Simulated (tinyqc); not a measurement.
# Worked calculation: tunnelling through a gate dielectric with the two-band (Franz) dispersion, WKB transmission and Tsu-Esaki current

Program tinyqc, `OMP_NUM_THREADS=1 python tinyqc.py 2540119 2540120 out.jsonl`; Intel Xeon 2.30GHz, shared host, one thread, about 0.03 s. Printed values are rounded.

Electrons leave the emitter at x = 0. Energies E (motion across the layers) are in eV from the emitter Fermi level; the collector Fermi level lies at -V and offers states at every E. No charge in the dielectric and no image force: F1 = V/t1, U = phi1 - F1 x. With C = hbar^2/(2 m0), kappa = sqrt(m u (1 - u/Egx)/C), u = U - E where U > E and 0 elsewhere; T(E) = exp(-S), S = 2 times the integral of kappa over x.

Parameters, values chosen for the exercise; dielectric values close to those of silicon dioxide:
- T = 200 K (temperature)
- Ef = 0.44 eV (Fermi energy of the emitter above its band bottom)
- me = 0.81 m0 (emitter mass in the supply function)
- phi1 = 3.18 eV (barrier of layer 1 above the emitter Fermi level at zero bias)
- m1 = 0.51 m0 (tunnelling mass of layer 1)
- t1 = 1.1 nm (thickness of layer 1)
- Egx = 7.7 eV (gap parameter of the two-band dispersion, set freely)
- V = 0.5 V (voltage across the dielectric)
- E = 0 eV (energy of the electron followed)
- nc = 5 (cells in each layer)
- Ea = -0.44 eV (lower end of the energy grid)
- Eb = 0.16 eV (upper end of the energy grid)
- nE = 9 (points of the energy grid)

Constants: q = 1.602176634e-19 C, kB = 1.380649e-23 J/K, hbar = 1.054571817e-34 J s, m0 = 9.1093837015e-31 kg, Vt = kB T/q, hbar^2/(2 m0) = 0.0380998212 eV nm^2. Results are converted to the units shown.

## Fields and band edges

F1 = V/t1, U = phi1 - F1 x.

F1 = 4.54545 MV/cm
U at x = t1 = 2.68 eV

## WKB exponent by the midpoint rule

Cut each layer into nc equal cells, take U and kappa at the cell centres, and sum S = 2 sum kappa h.

```
cell    x (nm)   U (eV)  kappa (1/nm)
0     0.110000  3.13000       4.98665
1     0.330000  3.03000       4.95973
2     0.550000  2.93000       4.92914
3     0.770000  2.83000       4.89481
4     0.990000  2.73000       4.85666
```

S = 10.8359
T(E) = 1.96806e-5

## WKB exponent in closed form

Each layer adds (2/F) sqrt(m/C) [G(u at its left edge) - G(u at its right edge)] to S, with u = U - E (0 where negative) and G(u) = Egx^1.5 (th - sin(4 th)/4)/4, th = arcsin sqrt(u/Egx). The slope follows from 1/d = -dS/dE.

S = 10.8355
T(E) = 1.96874e-5
energy d over which T(E) grows by a factor e = 1.3976 eV

The midpoint rule gives S = 10.836, so its T(E) is 0.034 % below this value. The band edge stays above E through the whole stack: direct tunnelling through a trapezoid.

## Current density on a coarse energy grid

J = J0 times the integral of T(E) N(E) dE, N = ln[(1 + exp(-E/Vt))/(1 + exp((-E - V)/Vt))], J0 = q^2 me m0 kB T/(2 pi^2 hbar^3) (times 1e-4 for A/cm^2 per eV), by Simpson's rule on nE equally spaced points from Ea to Eb.

```
point     E (eV)        T(E)           N      T(E) N
0      -0.440000  1.55341e-5     25.4996  3.96114e-4
1      -0.365000  1.60004e-5     21.1778  3.38855e-4
2      -0.290000  1.65531e-5     16.8265  2.78532e-4
3      -0.215000  1.72009e-5     12.4749  2.14579e-4
4      -0.140000  1.79542e-5     8.12346  1.45850e-4
5      -0.065000  1.88254e-5     3.79423  7.14277e-5
6       0.010000  1.98296e-5    0.444540  8.81504e-6
7       0.085000  2.09848e-5  0.00718675  1.50813e-7
8       0.160000  2.23125e-5  9.29303e-5  2.07351e-9
```

J0 = 2.25917e8 A/(cm^2 eV)
J = 21250.7 A/cm^2

The integrand peaks at E = -0.440 eV among these points. A converged quadrature from -Ef to above the barrier gives 21210 A/cm^2; this grid is 0.18 % above that.
